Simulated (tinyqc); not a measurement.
Worked calculation: special k points of the simple cubic lattice. Values are carried at full precision from step to step, so a last printed digit may differ when a step is redone from the rounded ones.

Lattice vectors in units of a: a1 = (1, 0, 0), a2 = (0, 1, 0), a3 = (0, 0, 1); reciprocal vectors b_i with a_i . b_j = 2 pi delta_ij. Mesh: k = sum_i f_i b_i with f_i = (2 j_i + shift)/(2 N), j_i = 0 .. N-1. The point group of the lattice has 48 operations; only those that map the mesh onto itself are used.

Values chosen for the exercise: N = 5 (points along each reciprocal vector); shift = 0 (half steps); D = 2.92 eV (half gap term); t = 0.45 eV (coupling); e0 = 0.96 eV (offset).

## Irreducible points and weights

Join points that an operation carries into one another (modulo reciprocal vectors); list each class by its first point in the order of (j1, j2, ...).

Irreducible points:

| f1 | f2 | f3 | weight |
|---|---|---|---|
| 0.0000 | 0.0000 | 0.0000 | 1 |
| 0.0000 | 0.0000 | 0.2000 | 6 |
| 0.0000 | 0.0000 | 0.4000 | 6 |
| 0.0000 | 0.2000 | 0.2000 | 12 |
| 0.0000 | 0.2000 | 0.4000 | 24 |
| 0.0000 | 0.4000 | 0.4000 | 12 |
| 0.2000 | 0.2000 | 0.2000 | 8 |
| 0.2000 | 0.2000 | 0.4000 | 24 |
| 0.2000 | 0.4000 | 0.4000 | 24 |
| 0.4000 | 0.4000 | 0.4000 | 8 |

operations that keep the mesh = 48
irreducible points = 10

The weights add up to 125 = N^3; symmetry saves a factor 12.5.

## Which stars the mesh integrates

A_m(k) = sum over the m-th star of lattice vectors R of cos(k . R), stars in order of length: m = 1: |R|^2 = 1, 6 vectors, such as (1, 0, 0) in the basis a_i; m = 2: |R|^2 = 2, 12 vectors, such as (1, 1, 0) in the basis a_i; m = 3: |R|^2 = 3, 8 vectors, such as (1, 1, 1) in the basis a_i; m = 4: |R|^2 = 4, 6 vectors, such as (2, 0, 0) in the basis a_i; m = 5: |R|^2 = 5, 24 vectors, such as (2, 1, 0) in the basis a_i; m = 6: |R|^2 = 6, 24 vectors, such as (2, 1, 1) in the basis a_i. The zone mean of every A_m is zero.

Lattice vectors in units of a: a1 = (1, 0, 0), a2 = (0, 1, 0), a3 = (0, 0, 1); f are fractions of the reciprocal vectors. Evaluate the first six A_m at each irreducible point (k . R = 2 pi sum f_i n_i) and form the weighted means.

A_m at the points:
```
       m=1     m=2     m=3     m=4     m=5      m=6
1    6.000  12.000   8.000   6.000  24.000   24.000
2    4.618   6.472   2.472   2.382   4.000   -1.528
3    2.382  -2.472  -6.472   4.618   4.000  -10.472
4    3.236   2.854   0.764  -1.236  -6.000   -3.236
5    1.000  -3.000  -2.000   1.000  -1.000    4.000
6   -1.236  -3.854   5.236   3.236  -6.000    1.236
7    1.854   1.146   0.236  -4.854  -6.000   -1.854
8   -0.382  -1.618  -0.618  -2.618   4.000    3.472
9   -2.618   0.618   1.618  -0.382   4.000   -5.472
10  -4.854   7.854  -4.236   1.854  -6.000    4.854
```

weighted means: m=1 0.000, m=2 0.000, m=3 0.000, m=4 0.000, m=5 0.000, m=6 0.000

All six means vanish: the mesh is exact for functions whose Fourier series ends within these stars.

## A zone average from the irreducible points

Test function, the lower band of a two-band insulator: E(k) = -sqrt(D^2 + (e0 - t A_1(k))^2).

Lattice vectors in units of a: a1 = (1, 0, 0), a2 = (0, 1, 0), a3 = (0, 0, 1). Evaluate E at each point and take the weighted mean; the reference uses the unshifted mesh with N = 24.

E at the points (eV): -3.3991  -3.1268  -2.9221  -2.9619  -2.9642  -3.2902  -2.9227  -3.1317  -3.6191  -4.2911

weighted mean = -3.2447 eV
reference mean = -3.2447 eV

The error is +0.04 meV with 10 points.

## Checks

- Weighted mean over irreducible points against the plain mean over the whole mesh (eV): both -3.244701.
- Reference mean against a mesh of N = 30 (eV): both -3.2447.

Computed by tinyqc, a small Python program: `OMP_NUM_THREADS=1 python tinyqc.py 1681380 1681381 out.jsonl` (the numbers bound the seed that draws the inputs); one thread of a shared host (Intel(R) Xeon(R) Processor @ 2.30GHz), about 0.2 s for the whole set of steps.
